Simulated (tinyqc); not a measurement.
From results back to parameters: inversion layer as a triangular well, valleys of the Si type. Three cases, with inputs chosen for the exercise.

Problem. The spacing of the two lowest levels of one ladder was computed from a hidden sheet density Ns.

The field is taken as constant, e F = 4 pi (e^2/4 pi eps0)(Nd + eta Ns)/eps, with 1e12/cm^2 = 1e-4/angstrom^2, and the oxide as a hard wall at z = 0; c = hbar^2/2m0.

Level j of a valley lies at E_j = a_j (c (e F)^2/m_z)^(1/3) above the band edge at the surface, with the Airy zeros a_j = 2.338107, 4.087949, 5.520560, 6.786708, 7.944134, 9.022651, 10.040174, 11.008524, 11.936016, 12.828777, and has <z> = 2 E_j/(3 e F).

Constants: hbar^2/2m0 = 3.80998211 eV angstrom^2; e^2/(4 pi eps0) = 14.39964547 eV angstrom.

Case 1.

Values chosen (near those of Si; shifted at random, so the results belong to these values and not to a real crystal): m_z = 0.91 m0 (confinement mass); eps = 11.6 (dielectric constant); Nd = 0.75 x 1e12/cm^2 (depletion charge); eta = 0.75 (share of Ns in the effective field).

E_1 - E_0 = 63.6797 meV

Case 2.

Values chosen (near those of Si; shifted at random, so the results belong to these values and not to a real crystal): m_z = 0.919 m0 (confinement mass); eps = 11.7 (dielectric constant); Nd = 0.36 x 1e12/cm^2 (depletion charge); eta = 0.75 (share of Ns in the effective field).

E_1 - E_0 = 47.2713 meV

Case 3.

Values chosen (near those of Si; shifted at random, so the results belong to these values and not to a real crystal): m_z = 0.2579 m0 (confinement mass); eps = 11.7 (dielectric constant); Nd = 0.12 x 1e12/cm^2 (depletion charge); eta = 0.5 (share of Ns in the effective field).

E_1 - E_0 = 65.5611 meV

Find: F; Ns.

Solution. e F = sqrt(m_z/c) [(E_1 - E_0)/(a_1 - a_0)]^(3/2), with a_0 and a_1 the first two zeros; then Ns = (eps e F/(4 pi e^2/4 pi eps0) - Nd)/eta.

Case 1.

F = 0.3393 MV/cm
Ns = 1.90 x 1e12/cm^2

Case 2.

F = 0.2181 MV/cm
Ns = 1.40 x 1e12/cm^2

Case 3.

F = 0.1887 MV/cm
Ns = 2.20 x 1e12/cm^2

Computed by tinyqc, one run a case: `OMP_NUM_THREADS=1 python tinyqc.py N N+1 out.jsonl` with N = 1280611, 1280626, 1280640; one thread of a shared Intel(R) Xeon(R) Processor @ 2.30GHz, about 0.04 s a run at most.
